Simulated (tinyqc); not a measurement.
p-n diode with diffusion and depletion-layer recombination: effect of the neutral width of the n side.

Abrupt junction in the depletion approximation, low injection, full ionisation, neutral widths fixed, ohmic contact on the p side. Vj is the junction voltage; where a series resistance Rs is given, V = Vj + J Rs is the terminal voltage.

ni = sqrt(Nc Nv) exp(-Eg/(2 Vt)), Eg in volts; D = mu Vt; Ln = sqrt(Dn tn), Lp = sqrt(Dp tp); J0n = q ni^2 Dn coth(wp/Ln)/(Ln Na); J0p = (q ni^2 Dp/(Lp Nd)) (s + tanh(wn/Lp))/(1 + s tanh(wn/Lp)), s = Sp Lp/Dp. J_diff = (J0n + J0p)(exp(Vj/Vt) - 1). Vbi = Vt ln(Na Nd/ni^2), W = sqrt(2 eps0 eps_r (Vbi - Vj)(1/Na + 1/Nd)/q), xp = W Nd/(Na + Nd), xn = W Na/(Na + Nd); u(x) = q Na (x + xp)^2/(2 eps0 eps_r) for x < 0 and Vbi - Vj - q Nd (xn - x)^2/(2 eps0 eps_r) for x > 0; p = Na exp(-u/Vt), n = Nd exp((u - Vbi + Vj)/Vt); U = ni^2 (exp(Vj/Vt) - 1)/(tp (n + ni exp(Et/Vt)) + tn (p + ni exp(-Et/Vt))); J_scr = q times the integral of U from -xp to xn. J = J_diff + J_scr.

Values chosen for this exercise; band and dielectric values those of a made-up semiconductor:
```
symbol,value,unit,meaning
T,300,K,temperature
Eg,0.917,eV,band gap
eps_r,14.4,,relative permittivity
Nc,2.75e19,cm^-3,conduction-band density of states at T
Nv,2.11e19,cm^-3,valence-band density of states at T
Na,2.7e17,cm^-3,acceptor density
Nd,4.1e16,cm^-3,donor density
mun,540,cm^2/(V s),electron mobility in the p side
mup,360,cm^2/(V s),hole mobility in the n side
tn,6e-6,s,electron lifetime
tp,2e-6,s,hole lifetime
wp,0.58,um,neutral width of the p side
Sp,1e7,cm/s,recombination velocity at the n contact
Et,0,eV,trap level above the intrinsic level
Vj,0.46,V,junction voltage at which recombination is evaluated
```

Constants: q = 1.602176634e-19 C, kB = 1.380649e-23 J/K, Vt = kB T/q, eps0 = 8.8541878128e-14 F/cm where lengths are in cm. Results are converted to the units shown.

The same in every row: J0n (A/cm^2) = 3.262e-8; J_scr (A/cm^2) = 3.086e-4.

Effect of the neutral width of the n side:
```
wn (um),J0p (A/cm^2),J_diff (A/cm^2),J_scr/J (%),wn/Lp
0.2,3.969e-7,22.94,0.001345,0.004636
0.6,1.363e-7,9.025,0.003420,0.01391
2,4.137e-8,3.952,0.007808,0.04636
6,1.391e-8,2.486,0.01241,0.1391
20,4.445e-9,1.980,0.01559,0.4636
50,2.346e-9,1.868,0.01652,1.159
200,1.926e-9,1.845,0.01672,4.636
500,1.925e-9,1.845,0.01672,11.59
```

Read the table: what changes, and by how much?

As wn goes from 0.2 to 500, J0p falls from 3.97e-7 to 1.93e-9 A/cm^2, J_scr stays at 3.09e-4 A/cm^2 and its share rises from 0.00135 to 0.0167 %. J0p goes as wn^(-0.97) between the first two rows and wn^(0.00) between the last two; Lp = 43.1 um divides the short base from the long one.

Numbers from tinyqc (`OMP_NUM_THREADS=1 python tinyqc.py 2260125 2260126 out.jsonl`; about 0.01 s on one thread of a shared Intel Xeon 2.30GHz).
